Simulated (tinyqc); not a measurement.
# Electron density from the filling shift

Problem. At zero temperature the Burstein-Moss shift of one parabolic valley is (C/me + C/mh) kF^2 with kF = (3 pi^2 n)^(1/3), C = hbar^2/(2 m0). Find kF and n.

Inputs (values chosen for the exercise): electron mass me = 0.067 m0; hole mass mh = 0.495 m0.

Constants: q = 1.602176634e-19 C, hbar = 1.054571817e-34 J s, m0 = 9.1093837015e-31 kg, hbar^2/(2 m0) = 0.0380998212 eV nm^2. Results are converted to the units shown.

filling shift = 341.62959 meV

Solution. The shift gives kF^2, and n = kF^3/(3 pi^2).

kF = 0.727 1/nm
n = 1.30e19 cm^-3

Program tinyqc, `OMP_NUM_THREADS=1 python tinyqc.py 2330014 2330015 out.jsonl`; Intel Xeon 2.30GHz, shared host, one thread, about 0.01 s.
